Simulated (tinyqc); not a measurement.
Inside a calculation. Method: RKS/B3LYP (VWN-RPA form) in the 6-31g basis, for H2, spin multiplicity 1. Computed by tinyqc, a small Python program that keeps every step (integrals from PySCF). Settings: charge = 0, multiplicity = 1, basis = 6-31g, energy threshold = 1e-08, iteration cap = 68, orthogonalisation = symmetric, start = core, DIIS depth = 8, method = RKS, functional = b3lyp, grid = [40, 14]. Command: `OMP_NUM_THREADS=1 python tinyqc.py 24326 24327 out.jsonl` (the two numbers bound the seeds that draw the settings). One thread of a shared host (Intel(R) Xeon(R) Processor @ 2.60GHz), about 0.3 s of CPU time with the checks.

Geometry (angstrom):

| atom | x | y | z |
|---|---|---|---|
| H | 0.000000 | 0.000000 | 0.000000 |
| H | 0.000000 | 0.000000 | 0.682000 |

Stop when the energy changes by less than 1e-08 hartree and every element of the error matrix X^T (F D S - S D F) X is below 3e-05.

Course of the cycle:

| iteration | E (hartree) | change | largest element of the error matrix |
|---|---|---|---|
| 1 | -1.12388563 | - | 1.68e-01 |
| 2 | -1.17358501 | -4.97e-02 | 3.07e-02 |
| 3 | -1.17517172 | -1.59e-03 | 6.08e-05 |
| 4 | -1.17517173 | -4.18e-09 | 3.50e-05 |
| 5 | -1.17517173 | -1.05e-09 | 2.46e-05 |

Can the last value be used, and what does the course show?

Yes. Converged in 5 iterations. The coarse grid moves the energy by -2.55e-03 hartree. PySCF RKS in the same basis, fine grid = -1.17262488 hartree, which differs from a converged run on this coarse grid by the grid error.
